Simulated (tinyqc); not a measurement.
Capacitances against the line height.

Endless row of lines of width wl, height tl and space sl between grounded planes at distance hd; e2 fills the gaps beside the lines, e1 the rest. Laplace's equation is solved on meshes of 3, 6 and 12 steps per unit u and extrapolated (Aitken), which is good to about 0.2 %. C_even (all lines at 1 V) is the capacitance Cg to the planes; C_odd (neighbours in antiphase) = Cg + 4 Cc if only nearest neighbours couple, which defines Cc; total with quiet neighbours Cg + 2 Cc. Plate values 2 eps0 e1 wl/hd and eps0 e2 tl/sl.

Inputs (values chosen for the exercise): relative permittivity above and below the lines e1 = 2.7; relative permittivity between the lines e2 = 2.4; line width, in units u wl = 6 u; space between lines sl = 6 u; distance to each plane hd = 8 u.

Constants: eps0 = 8.8541878128e-12 F/m. Results are converted to the units shown.

The same in every row: plate Cg (aF/um) = 35.9.

Results:

| tl (u) | Cg (aF/um) | Cc (aF/um) | Cg + 2 Cc (aF/um) | C_odd (aF/um) | plate Cc (aF/um) | share of coupling, 2 Cc/(Cg + 2 Cc) (%) |
|---|---|---|---|---|---|---|
| 2 | 65.6 | 16.3 | 98.3 | 131 | 7.08 | 33.3 |
| 6 | 67.0 | 30.2 | 127 | 188 | 21.3 | 47.4 |
| 8 | 67.1 | 37.3 | 142 | 216 | 28.3 | 52.6 |
| 12 | 67.2 | 51.4 | 170 | 273 | 42.5 | 60.5 |
| 16 | 67.2 | 65.6 | 198 | 330 | 56.7 | 66.1 |

Estimate the missing row, tl = 4 u.

Computed row:

| tl (u) | Cg (aF/um) | Cc (aF/um) | Cg + 2 Cc (aF/um) | C_odd (aF/um) | plate Cc (aF/um) | share of coupling, 2 Cc/(Cg + 2 Cc) (%) |
|---|---|---|---|---|---|---|
| 4 | 66.6 | 23.2 | 113 | 160 | 14.2 | 41.1 |

With this row back in the table: As tl goes from 2 to 16, Cg rises from 65.6 to 67.2 aF/um, Cc rises from 16.3 to 65.6 aF/um and the share of coupling rises from 33.3 to 66.1 %. Cg is 1.83 times its plate value in the first row and 1.87 times in the last; for Cc the ratios are 2.31 and 1.16. Neighbours in antiphase raise the load by a factor of 1.33 and 1.66 over quiet ones.

Program tinyqc, `OMP_NUM_THREADS=1 python tinyqc.py 2790169 2790170 out.jsonl`; Intel Xeon 2.30GHz, shared host, one thread, about 1 s.
